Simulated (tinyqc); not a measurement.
# Front-illuminated p-i-n photodiode, quantum efficiency and bandwidth: effects of single changes

Light enters through a p layer (0 to xp), a depleted layer (xp to xp + wi) and a thick n substrate, decaying as exp(-al x); one pass, no back reflection. Carriers made in the depleted layer are all collected; those in the neutral layers diffuse.

Parameters, values chosen for the exercise; values close to those of silicon at this wavelength:
- lam = 850 nm (wavelength)
- al = 532 1/cm (absorption coefficient)
- Rf = 0.1 (reflectance of the front face)
- eps_r = 11.3 (relative permittivity)
- xp = 0.089 um (thickness of the front p layer)
- wi = 11 um (thickness of the depleted layer)
- Dn = 4.7 cm^2/s (electron diffusion coefficient in the p layer)
- Ln = 9.6 um (electron diffusion length in the p layer)
- S = 2e6 cm/s (recombination velocity of the front surface)
- Lp = 20 um (hole diffusion length in the thick n substrate)
- ve = 9.62e6 cm/s (electron drift velocity)
- vh = 6.81e6 cm/s (hole drift velocity)
- dia = 120 um (diameter)
- RL = 50 ohm (load resistance)
- Cp = 50 fF (parasitic capacitance)

Constants: q = 1.602176634e-19 C, h = 6.62607015e-34 J s, c = 299792458 m/s, eps0 = 8.8541878128e-14 F/cm where lengths are in cm. Results are converted to the units shown.

Each table varies one quantity; the others keep the values above.

## Efficiency and bandwidth against the thickness of the depleted layer

k = al Ln, s = S Ln/Dn, e = exp(-al xp); front layer f1 = (k/(k^2 - 1)) {[s + k - e (s cosh(xp/Ln) + sinh(xp/Ln))]/[s sinh(xp/Ln) + cosh(xp/Ln)] - k e}; depleted layer f2 = e (1 - exp(-al wi)); substrate f3 = e exp(-al wi) al Lp/(1 + al Lp); external efficiency (1 - Rf)(f1 + f2 + f3); responsivity = efficiency q lam/(h c). Drift response for pairs made in the depleted layer, a = al wi, g = 1 - exp(-a), u = 2 pi i f, te = wi/ve, th = wi/vh: electrons He = [g - a (exp(-a) - exp(-u te))/(u te - a)]/(u te g), holes Hh = [g - a (1 - exp(-a - u th))/(a + u th)]/(u th g); C = eps0 eps_r pi (dia/2)^2/wi + Cp; total |He + Hh|/sqrt(1 + (2 pi f RL C)^2), for the current of the depleted layer alone. Limits are the frequencies at which each factor falls to 1/sqrt(2); inverse-square sum (f_transit^-2 + f_RC^-2)^(-1/2); the diffusion currents f1 and f3 are left out of the bandwidth.

Efficiency and bandwidth against the thickness of the depleted layer:

| wi (um) | f2 | f1 + f3 | responsivity (A/W) | transit limit (GHz) | RC limit (GHz) | 3 dB bandwidth (GHz) | inverse-square sum (GHz) | bandwidth x (1 - Rf) f2 (GHz) |
|---|---|---|---|---|---|---|---|---|
| 1.4 | 0.07143 | 0.4791 | 0.3397 | 30.91 | 3.709 | 3.672 | 3.682 | 0.2361 |
| 2.3 | 0.1146 | 0.4568 | 0.3526 | 18.87 | 5.873 | 5.523 | 5.608 | 0.5697 |
| 3.9 | 0.1865 | 0.4198 | 0.3741 | 11.19 | 9.358 | 6.867 | 7.178 | 1.153 |
| 6.5 | 0.2910 | 0.3659 | 0.4053 | 6.769 | 14.20 | 5.927 | 6.111 | 1.552 |
| 11 | 0.4409 | 0.2886 | 0.4501 | 4.055 | 20.82 | 3.949 | 3.980 | 1.567 |
| 18 | 0.6133 | 0.1998 | 0.5017 | 2.526 | 28.20 | 2.512 | 2.516 | 1.386 |
| 31 | 0.8040 | 0.1015 | 0.5587 | 1.507 | 36.80 | 1.505 | 1.506 | 1.089 |
| 52 | 0.9327 | 0.03512 | 0.5971 | 0.9181 | 44.36 | 0.9178 | 0.9179 | 0.7704 |
| 88 | 0.9861 | 0.007607 | 0.6131 | 0.5394 | 50.64 | 0.5394 | 0.5394 | 0.4787 |

What does the table show?

As wi goes from 1.4 to 88, the responsivity rises from 0.340 to 0.613 A/W and the bandwidth goes from 3.67 through a maximum of 6.87 (at wi = 3.9 among the rows listed) to 0.539 GHz. The RC limit is the lower one for wi = 1.4, 2.3, 3.9, the transit limit elsewhere. Adding inverse squares of the two limits is within 4.5 % of the full result. The product of bandwidth and fast efficiency goes from 0.236 through a maximum of 1.57 (at wi = 11 among the rows listed) to 0.479 GHz. For wi = 1.4, 2.3, 3.9, 6.5, 11, 18 the diffusion currents exceed 0.3 of the drift current; their own response times, left out, may then shape the whole response.

## Efficiency and bandwidth against the diameter

Same model as above.

The same in every row: f2 = 0.4409; f1 + f3 = 0.2886; responsivity (A/W) = 0.4501; transit limit (GHz) = 4.055.

Efficiency and bandwidth against the diameter:

| dia (um) | RC limit (GHz) | 3 dB bandwidth (GHz) | inverse-square sum (GHz) | bandwidth x (1 - Rf) f2 (GHz) |
|---|---|---|---|---|
| 5 | 63.44 | 4.043 | 4.047 | 1.604 |
| 10 | 62.77 | 4.043 | 4.047 | 1.604 |
| 20 | 60.22 | 4.042 | 4.046 | 1.604 |
| 50 | 46.91 | 4.033 | 4.040 | 1.601 |
| 100 | 26.21 | 3.987 | 4.007 | 1.582 |
| 200 | 9.481 | 3.630 | 3.728 | 1.440 |
| 500 | 1.734 | 1.556 | 1.594 | 0.6174 |
| 1000 | 0.4425 | 0.4389 | 0.4399 | 0.1742 |

As dia goes from 5 to 1000, the responsivity stays at 0.450 A/W and the bandwidth falls from 4.04 to 0.439 GHz. The RC limit is the lower one for dia = 500, 1000, the transit limit elsewhere. Adding inverse squares of the two limits is within 2.7 % of the full result. In every row the diffusion currents exceed 0.3 of the drift current; their own response times, left out, may then shape the whole response.

tinyqc, about 0.01 s, one thread, Intel Xeon 2.30GHz (shared host): `OMP_NUM_THREADS=1 python tinyqc.py 2250013 2250014 out.jsonl`
